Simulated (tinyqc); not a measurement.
What moves the results: deep level as a short-range spherical well. A value that a table varies takes the place of the one given here.

A spherical well of radius R and depth V0 below the conduction edge, one mass m, c = hbar^2/2m0. The s level at binding Et solves k cot(k R) = -kappa with k = sqrt(m (V0 - Et)/c), kappa = sqrt(m Et/c); it exists for V0 > Vc = c (pi/2R)^2/m. Outside, psi falls as exp(-kappa r)/r.

Lucovsky model (delta well, plane-wave final states, no local-field factor): sigma = (32 pi alpha c/(3 n_r m Et)) (x - 1)^(3/2)/x^3, x = h nu/Et, c = hbar^2/2m0; 1 angstrom^2 = 1e-16 cm^2.

Constants: hbar^2/2m0 = 3.80998211 eV angstrom^2; fine-structure constant alpha = 0.007297352564; e^2/(4 pi eps0) = 14.39964547 eV angstrom; kB = 8.617333262e-05 eV/K.

Inputs chosen for the exercise (near those of InP; the results hold for these values, not for the real material):
- R = 2 angstrom (radius of the well)
- m = 0.076 m0 (mass)
- fV = (1.05, 1.1, 1.31, 1.63, 2.23, 3.77, 6.74) (V0/Vc)
- n_r = 3.1 (refractive index)
- xs = (1.1, 1.3, 1.4, 1.93, 2.23, 3.17, 3.93, 7.34) (photon energies h nu/Et)
- eps = 12.3 (static dielectric constant)
- T = 300 K (temperature)
- Fs = (1, 5, 20, 50, 100, 200) kV/cm (fields)

## From threshold to a deep level

Et against the depth at fixed R; near threshold Et = (pi^2/16)(V0 - Vc)^2/Vc.

Results:

| V0/Vc | V0 (eV) | Et (eV) | threshold form (eV) | 1/kappa (angstrom) | share outside |
|---|---|---|---|---|---|
| 1.05 | 32.470 | 0.04601 | 0.04769 | 33.0 | 0.942 |
| 1.10 | 34.016 | 0.1778 | 0.1908 | 16.8 | 0.889 |
| 1.31 | 40.510 | 1.498 | 1.833 | 5.8 | 0.716 |
| 1.63 | 50.405 | 5.226 | 7.571 | 3.1 | 0.545 |
| 2.23 | 68.959 | 15.52 | 28.86 | 1.8 | 0.367 |
| 3.77 | 116.582 | 50.77 | 146.4 | 1.0 | 0.187 |
| 6.74 | 208.425 | 131.0 | 628.5 | 0.6 | 0.088 |

What can be read from the table?

The threshold form holds to 10 % up to V0/Vc = 1.10 of those listed. There the state is mostly outside the well (94 % in the first row) and knows only Et, which is why a delta-well model works; more than half is inside from V0/Vc = 2.23 on. A second s level would need V0/Vc > 9. From V0/Vc = 1.31 on Et exceeds the gap of the host, about 1.35 eV, so those rows only show the model.

## Neutral against charged centre

Et = 0.12957 eV

Lucovsky cross-section, its shape relative to the peak, and the shape of a hydrogen-like centre relative to threshold: x^-4 exp(4 - 4 atan(e)/e)/(1 - exp(-2 pi/e)), e = sqrt(x - 1).

Results:

| x | h nu (eV) | sigma (1e-18 cm^2) | relative to peak | hydrogen-like |
|---|---|---|---|---|
| 1.10 | 0.143 | 72.5 | 0.190 | 0.775 |
| 1.30 | 0.168 | 228 | 0.598 | 0.492 |
| 1.40 | 0.181 | 281 | 0.738 | 0.402 |
| 1.93 | 0.250 | 381 | 0.998 | 0.163 |
| 2.23 | 0.289 | 375 | 0.984 | 0.108 |
| 3.17 | 0.411 | 306 | 0.803 | 0.039 |
| 3.93 | 0.509 | 252 | 0.661 | 0.021 |
| 7.34 | 0.951 | 123 | 0.323 | 0.003 |

How do the results move?

The short-range centre starts from zero, reaches half its peak at x = 1.24 and peaks at x = 2; in the last row it still has 32 % of the peak. The Coulomb centre is largest at threshold and is down to 0.3 % there. Reading the peak as the threshold would misplace the level by a factor 2, here 0.13 eV.

## Emission in a field

Barrier lowering for a charged centre (Poole-Frenkel) is 2 sqrt(q e F/eps), q = e^2/(4 pi eps0), and for the neutral well e F R; the one-dimensional enhancement is exp(lowering/kB T). 1 kV/cm = 1e-5 V/angstrom; tunnelling is left out.

Results:

| F (kV/cm) | lowering, charged (meV) | enhancement | saddle at (angstrom) | lowering, neutral (meV) | enhancement |
|---|---|---|---|---|---|
| 1 | 6.8 | 1.30 | 342 | 0.02 | 1.001 |
| 5 | 15.3 | 1.81 | 153 | 0.10 | 1.004 |
| 20 | 30.6 | 3.27 | 77 | 0.40 | 1.016 |
| 50 | 48.4 | 6.50 | 48 | 1.00 | 1.039 |
| 100 | 68.4 | 14.1 | 34 | 2.00 | 1.080 |
| 200 | 96.8 | 42.2 | 24 | 4.00 | 1.167 |

What does this show, and why?

At 200 kV/cm the charged centre emits 42.2 times faster and the neutral one 1.17 times: the logarithm of the enhancement is linear in sqrt(F) for the first and in F for the second, which tells the charge state. In the last rows the lowering nears Et, where the formula is no longer safe. The largest lowering is 75 % of Et.

Program tinyqc; command `OMP_NUM_THREADS=1 python tinyqc.py 1250725 1250726 out.jsonl`; about 0.01 s on one thread of a shared Intel(R) Xeon(R) Processor @ 2.30GHz.
